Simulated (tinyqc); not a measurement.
Thermal resistances of a two-die stack.

Question. Heat leaves through the lower die only, and the system is linear. Find the resistance R1 from the lower die to the coolant, R2 between the dies, and the rise of the upper die when both are powered.

Values chosen for this exercise:

| symbol | value | unit | meaning |
|---|---|---|---|
| P1 | 12 | W | power of the lower die |
| P2 | 3.2 | W | power of the upper die |

rises of the lower and upper die with only the lower one powered (K): [2.76, 2.76]
rises of the lower and upper die with only the upper one powered (K): [0.736, 0.992]

Answer. With only the lower die powered no heat crosses R2, so both dies rise by P1 R1; the difference in the second test is P2 R2; rises add.

R1 = 0.230 K/W
R2 = 0.0800 K/W
rise of the upper die = 3.75 K

tinyqc, about 0.05 s, one thread, Intel Xeon 2.30GHz (shared host): `OMP_NUM_THREADS=1 python tinyqc.py 2162161 2162162 out.jsonl`
